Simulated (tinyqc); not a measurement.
## Gain factor and gap resistance from two string resistances

Problem. At small bit-line voltage each of the 48 cells has the resistance 1/(K x) at overdrive x (no mobility reduction) in series with a gap resistance Rg. Find K, Rg and the share of the gaps at the higher overdrive.

resistance of a string of 48 equal cells at overdrives of 3.1 and 8.5 V (kohm): 4416.6233  1894.3638

Solution. The resistance per cell is a straight line in 1/x with slope 1/K and intercept Rg.

K = 3.90 uA/V^2
Rg = 9.30 kohm
share of the gaps = 23.6 %

Program tinyqc, `OMP_NUM_THREADS=1 python tinyqc.py 2142159 2142160 out.jsonl`; Intel Xeon 2.30GHz, shared host, one thread, about 0.3 s.
